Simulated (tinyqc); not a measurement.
Short-channel transistor, virtual-source model with series resistance: two steps of the calculation.

The current per gate width is the charge at the top of the source barrier (the virtual source) times its velocity times a saturation function; al and be are fitting constants of the model. Units: I in uA/um, Rs in ohm um, so I Rs = 1e-6 I Rs in volts; Q in uC/cm^2, so I = 1e-4 Q vx0 Fsat with vx0 in cm/s.

Inputs (values chosen for the exercise): temperature T = 273 K; inversion capacitance Cinv = 1.22 uF/cm^2; velocity at the virtual source vx0 = 7.34e6 cm/s; apparent mobility mu = 740 cm^2/(V s); channel length L = 25 nm; threshold at zero drain voltage VT0 = 0.375 V; drain-induced barrier lowering dl = 0.153 V/V; subthreshold factor n0 = 1.37; growth of n with drain voltage nd = 0.05 1/V; threshold shift (in units of Vt) from weak to strong inversion al = 3.5; sharpness of saturation be = 1.8; series resistance of each contact Rs = 50 ohm um; gate voltage Vgs = 0.8 V; drain voltage Vds = 0.4 V.

Constants: q = 1.602176634e-19 C, kB = 1.380649e-23 J/K, Vt = kB T/q. Results are converted to the units shown.

Question 1. Current through the series resistance. Intrinsic voltages Vg' = Vgs - I Rs, Vd' = Vds - 2 I Rs. n = n0 + nd Vd', VT = VT0 - dl Vd', Ff = 1/(1 + exp((Vg' - VT + al Vt/2)/(al Vt))), Q = Cinv n Vt ln(1 + exp((Vg' - VT + al Vt Ff)/(n Vt))), Vdsat = (vx0 L/mu)(1 - Ff) + Vt Ff, Fsat = u/(1 + u^be)^(1/be) with u = Vd'/Vdsat, and I(out) = Q vx0 Fsat per width. (Fsat takes the sign of u.) I(new) = I + 0.3 (I(out) - I).

I after iteration 1 = 130.16735 uA/um

Find: Vg'; Vd'; VT; Ff; Q; Vdsat; Fsat; I(out); I after iteration 2.

Answer 1.

Vg' = 0.79349 V
Vd' = 0.38698 V
VT = 0.31579 V
Ff = 0.0018299
Q = 0.58298 uC/cm^2
Vdsat = 0.024795 V
Fsat = 0.99607
I(out) = 426.22 uA/um
I after iteration 2 = 218.98 uA/um

Question 2. What the series resistance costs. n = n0 + nd Vd', VT = VT0 - dl Vd', Ff = 1/(1 + exp((Vg' - VT + al Vt/2)/(al Vt))), Q = Cinv n Vt ln(1 + exp((Vg' - VT + al Vt Ff)/(n Vt))), Vdsat = (vx0 L/mu)(1 - Ff) + Vt Ff, Fsat = u/(1 + u^be)^(1/be) with u = Vd'/Vdsat, and I = Q vx0 Fsat per width. I0 is the current for Rs = 0. Effective velocity I/Q; transit time L Q/I.

converged I = 409.74162 uA/um
I0 = 433.89116 uA/um

Wanted: loss against I0; effective velocity; transit time.

Answer 2.

loss against I0 = 5.5658 %
effective velocity = 7.3070e6 cm/s
transit time = 0.34214 ps

The carriers leave the virtual source at 99.6 % of vx0: the device is in saturation.

Computed by the program tinyqc: `OMP_NUM_THREADS=1 python tinyqc.py 2380143 2380144 out.jsonl`, one thread of a shared Intel Xeon 2.30GHz, about 0.02 s for the whole run.
